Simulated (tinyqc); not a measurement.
Band edges of strained Si(1-x)Ge(x) on relaxed Si(1-y)Ge(y), step by step. Values are carried at full precision from step to step, so a last printed digit may differ when a step is redone from the rounded ones.

Values are linear in the Ge fraction but for ED(x) = linear - CD x (1 - x) and a(x) = linear - Ca x (1 - x). Energies are on the common scale of Ev.

Inputs chosen for the exercise (end members near Si and Ge, in this order; the results hold for these values, not for the real material): a = (5.427, 5.662) angstrom (lattice constant); Dso = (0.044, 0.286) eV (spin-orbit splitting); av = (2.47, 1.23) eV (valence hydrostatic potential); b = (-2.1, -2.55) eV (tetragonal shear potential); d = (-4.78, -5.36) eV (trigonal shear potential); C11 = (164.6, 129.5) GPa; C12 = (64, 47.7) GPa; C44 = (78.6, 66.2) GPa; Ev = (0, 0.72) eV (top of the unstrained valence band); ED = (1.151, 0.935) eV (gap to the Delta valleys); EL = (2.036, 0.728) eV (gap to the L valleys); aD = (1.69, 1.26) eV (hydrostatic potential of the Delta gap); aL = (-3.04, -2.56) eV (hydrostatic potential of the L gap); XuD = (9.1, 9.73) eV (uniaxial potential, Delta); XuL = (16, 14.58) eV (uniaxial potential, L); CD = 0.222 eV (bowing of the Delta gap); Ca = 0 angstrom (bowing of the lattice constant); x = 0.83 (Ge fraction of the layer); y = 0.25 (Ge fraction of the relaxed buffer); face = 111 (growth face).

## Values of the layer and the buffer

Interpolate at x and at y.

Interpolated values (a in angstrom, C11, C12, C44 in GPa, all else in eV):
```
symbol,layer,buffer
a,5.6220,5.4858
Dso,0.2449,0.1045
av,1.4408,2.1600
b,-2.4735,-2.2125
d,-5.2614,-4.9250
C11,135.4670,155.8250
C12,50.4710,59.9250
C44,68.3080,75.5000
Ev,0.5976,0.1800
ED,0.9404,1.0554
EL,0.9504,1.7090
aD,1.3331,1.5825
aL,-2.6416,-2.9200
XuD,9.6229,9.2575
XuL,14.8214,15.6450
```

## Strain of the layer on a (111) buffer

Coherent growth on a (111) face: e_par = (a(y) - a(x))/a(x), e_perp = -(2 C11 + 4 C12 - 4 C44)/(C11 + 2 C12 + 4 C44) e_par; exx = eyy = ezz = (2 e_par + e_perp)/3 and exy = eyz = ezx = (e_perp - e_par)/3.

Use the elastic constants of the layer.

e_par = -0.024244
e_perp = 0.009494

strain tensor in the cubic axes:
```
,x,y,z
x,-0.012998,0.011246,0.011246
y,0.011246,-0.012998,0.011246
z,0.011246,0.011246,-0.012998
```

The layer is under compression in the plane; its volume changes by -3.899 %.

## Conduction valleys of the layer

A valley with unit axis u lies at Ev + gap + (av + a_valley) tr(e) + Xu (u.e.u - tr(e)/3); the Delta axes are x, y, z and the L axes [111], [1-1-1], [-11-1], [-1-11]. The second-order shift of the Delta valleys under shear is left out; it lowers the pair normal to the sheared plane by tens of meV at a shear of 1 %.

Give the hydrostatic shifts, the uniaxial shifts and the edges.

hydrostatic shifts of Delta and L (eV): -0.1082  0.0468

uniaxial shifts (eV): Delta x 0.0000, Delta y 0.0000, Delta z 0.0000, L [111] 0.3334, L [1-1-1] -0.1111, L [-11-1] -0.1111, L [-1-11] -0.1111

valley edges (eV): Delta x 1.4298, Delta y 1.4298, Delta z 1.4298, L [111] 1.9281, L [1-1-1] 1.4837, L [-11-1] 1.4837, L [-1-11] 1.4837

The lowest set is Delta6 (the digit counts whole valleys) at 1.4298 eV; the Delta valleys spread over 0 meV and the L valleys over 444 meV.

## Valence edges of the layer

Valence edges: Ev plus the levels of the 6 x 6 matrix of X, Y, Z times spin with -Dso/3 + l exx + m (eyy + ezz) on the diagonal (cyclic), n exy off it, l = av + 2 b, m = av - b, n = sqrt(3) d. Spin-orbit term (Dso/3) L.sigma on X, Y, Z with (L_k)_ij = -i epsilon_kij: <X+|H|Y+> = -i Dso/3, <X+|H|Z-> = Dso/3, <Y+|H|Z-> = -i Dso/3, <Z+|H|X-> = -Dso/3, <Z+|H|Y-> = i Dso/3, <X-|H|Y-> = i Dso/3, and their conjugates; + and - are the spin along z.

Give the strain block and the three twofold edges.

strain block (eV), lower triangle:
```
,X,Y,Z
X,-0.0562
Y,-0.1025,-0.0562
Z,-0.1025,-0.1025,-0.0562
```

edges from the top (eV): 0.6439  0.5292  0.2063

The top two edges are split by 115 meV.

## Gap and offsets against the buffer

Buffer: Ev(y) and Ec = Ev(y) + min(ED, EL). dEc = Ec(buffer) - Ec(layer), dEv = Ev(layer) - Ev(buffer); positive values confine the carrier in the layer; type I if both have one sign.

gap of the strained layer = 0.7859 eV
gap of the buffer = 1.0554 eV
dEc = -0.1945 eV
dEv = 0.4639 eV

Type II: electrons collect in the buffer (194 meV) and holes in the layer (464 meV). The relaxed layer would have a gap of 0.940 eV, so strain has moved it by -154 meV.

## Checks

- Mean of the three Delta edges against the hydrostatic shift alone (eV): both 1.42983.

Computed by tinyqc, a small Python program: `OMP_NUM_THREADS=1 python tinyqc.py 1051459 1051460 out.jsonl` (the numbers bound the seed that draws the inputs); one thread of a shared host (Intel(R) Xeon(R) Processor @ 2.30GHz), about 0.02 s for the whole set of steps.
